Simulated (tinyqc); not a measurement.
## Read current of a NAND string, cells in series solved by shooting: effect of the bit-line voltage

Cells in series, numbered from 0 at the source line (0 V) to the bit line, each followed by a gap resistance Rg. A cell with gate Vg, threshold VT, source Vs and drain Vd passes I = 2 nf K Vt^2 [F(Vs) - F(Vd)]/(1 + th max(Vg - VT, 0)), F(V) = ln^2(1 + exp((Vg - VT - nf V)/(2 nf Vt))). The selected cell has Vg = Vr, the others Vg = Vp.

For a trial current I start at 0 V and, cell by cell, solve for the drain: sqrt(F(Vd)) = sqrt(F(Vs) - I/k), k = 2 nf K Vt^2/(1 + th max(Vg - VT, 0)), Vd = [Vg - VT - 2 nf Vt ln(exp(sqrt F) - 1)]/nf, then add I Rg. The string current is the I for which the last node reaches Vbl. The apparent threshold is the Vr at which I = Is. Background: all other cells erased (VT = Ve) or all in the highest state (VT = Vh); ratio and shift are high over erased and high minus erased. The string has 64 cells and the selected one is cell 32.

Inputs (values chosen for the exercise); values of the order met in vertical NAND strings: temperature T = 300 K; gain factor of a cell K = 4.9 uA/V^2; slope factor nf = 1.7; mobility reduction factor th = 0.14 1/V; resistance of the gap between cells Rg = 9.2 kohm; pass voltage Vp = 5.8 V; threshold of an erased cell Ve = -2.4 V; threshold of the highest state Vh = 3.9 V; threshold of the selected cell Vx = 2.5 V; sensing current Is = 20 nA; read voltage on the selected word line Vr = 3.94 V.

Constants: q = 1.602176634e-19 C, kB = 1.380649e-23 J/K, Vt = kB T/q. Results are converted to the units shown.

Results:
```
Vbl (V)	I, others erased (uA)	I, others high (uA)	ratio	apparent VT, erased (V)	apparent VT, high (V)	background shift (mV)
0.3	0.07023	0.02806	0.3995	2.661	2.767	105.8
0.4	0.09249	0.03555	0.3844	2.661	2.759	97.67
0.6	0.1351	0.04770	0.3532	2.661	2.759	97.30
0.7	0.1553	0.05234	0.3370	2.661	2.759	97.30
0.8	0.1747	0.05600	0.3204	2.661	2.759	97.30
```

Estimate the missing row, Vbl = 0.5 V.

Computed row:
```
Vbl (V)	I, others erased (uA)	I, others high (uA)	ratio	apparent VT, erased (V)	apparent VT, high (V)	background shift (mV)
0.5	0.1141	0.04210	0.3690	2.661	2.759	97.32
```

With this row back in the table: As Vbl goes from 0.3 to 0.8 V, the current with erased neighbours rises from 0.0702 to 0.175 uA, that with high neighbours rises from 0.0281 to 0.0560 uA and the ratio falls from 0.399 to 0.320. The background shift falls from 106 to 97.3 mV.

tinyqc, about 0.5 s, one thread, Intel Xeon 2.30GHz (shared host): `OMP_NUM_THREADS=1 python tinyqc.py 2142119 2142120 out.jsonl`
